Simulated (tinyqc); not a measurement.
# Surface potential of a MOS transistor: implicit equation and explicit approximations, step by step

tinyqc, about 0.01 s, one thread, Intel Xeon 2.30GHz (shared host): `OMP_NUM_THREADS=1 python tinyqc.py 2122176 2122177 out.jsonl` Printed values are rounded.

p-type body, charge-sheet picture, depletion and inversion only, full ionisation (an idealisation for deep acceptors), Boltzmann statistics (rough once Na exp(x - xn) passes about Nc/7). In units of Vt: xg = (Vg - Vfb)/Vt, x = psi/Vt, G = gamma/sqrt(Vt), xn = (2 phiF + Vc)/Vt. The implicit equation is (xg - x)^2 = G^2 [x - 1 + exp(x - xn)] for x above about 3. Cox = eps0 eox/tox.

Parameters, values chosen for the exercise; band and dielectric values close to those of silicon:
- T = 300 K (temperature)
- Eg = 1.14 eV (band gap)
- eps_r = 11.8 (relative permittivity)
- Nc = 2.77e19 cm^-3 (conduction-band density of states at T)
- Nv = 2.6e19 cm^-3 (valence-band density of states at T)
- eox = 3.9 (relative permittivity of the gate insulator (close to silicon dioxide))
- tox = 22 nm (insulator thickness)
- Na = 5e16 cm^-3 (acceptor density)
- Vfb = -0.86 V (flat-band voltage)
- Vc = 0 V (channel-body voltage)
- Vg = 1.04 V (gate-body voltage)

Constants: q = 1.602176634e-19 C, kB = 1.380649e-23 J/K, Vt = kB T/q, eps0 = 8.8541878128e-14 F/cm where lengths are in cm. Results are converted to the units shown.

## Scales

ni = sqrt(Nc Nv) exp(-Eg/(2 Vt)), Eg in volts; phiF = Vt ln(Na/ni); gamma = sqrt(2 q eps0 eps_r Na)/Cox; VT = Vfb + Vt (xn + G sqrt(xn - 1)).

phiF = 0.407507 V
gamma = 0.824290 V^0.5
G = 5.12664
xn = 31.5262
VT = 0.687271 V
xg = 73.4953

## Explicit approximation

Depletion value a = 1 + [sqrt(G^2/4 + xg - 1) - G/2]^2; inversion value b = xn + ln[(xg - xn)^2/G^2 - xn + 1] and first guess y = min(a, b) - ln(1 + exp(-|a - b|)) if a > xn + 1, else b = y = a; one second-order correction with D = exp(y - xn), p = 2 (xg - y) + G^2 (1 + D), w = (xg - y)^2 - G^2 (y - 1 + D): z = y + 2 w/(p + sqrt(p^2 - 2 (2 - G^2 D) w)), or the Newton step z = y + w/p where the root is not real.

a = 41.0509
b = 35.1233
y = 35.1206
p = 1059.59
w = -380.712
z = 34.6697

The root of the implicit equation is x = 34.6880; y misses it by 0.43 and z by -0.018, in units of Vt.

## Starting value

x = y rounded to two decimals.

x at the start = 35.12

## Iteration 1: new x

D = exp(x - xn), f = (xg - x)^2 - G^2 (x - 1 + D), f' = -2 (xg - x) - G^2 (1 + D), x(new) = x - f/f'.

D = 36.3729
f = -380.064
f' = -1059.00
x after iteration 1 = 34.7611

## Iteration 2: new x

As before.

D = 25.4047
f = -54.6872
f' = -771.450
x after iteration 2 = 34.6902

## Course of the iteration

Stop when the step is below 1e-11, or after 60 iterations.

Course of the iteration:
```
iteration  x before the step       step
1                      35.12     -0.359
2                    34.7611    -0.0709
3                    34.6902   -2.25e-3
4                    34.6880   -2.17e-6
5                    34.6880  -2.00e-12
```

Converged in 5 iterations.

## Potential, charges and gate control

converged x = 34.6880

psi = Vt x; N_dep = Cox Vt G sqrt(x - 1)/q; N_inv = (Cox Vt G/q) [sqrt(x - 1 + exp(x - xn)) - sqrt(x - 1)]; dpsi/dVg = 1/[1 + G^2 (1 + exp(x - xn))/(2 (xg - x))].

psi = 0.896753 V
N_dep = 7.53607e11 cm^-2
N_inv = 2.2925e11 cm^-2
dpsi/dVg = 0.107128

psi lies 3.2 Vt above 2 phiF + Vc.
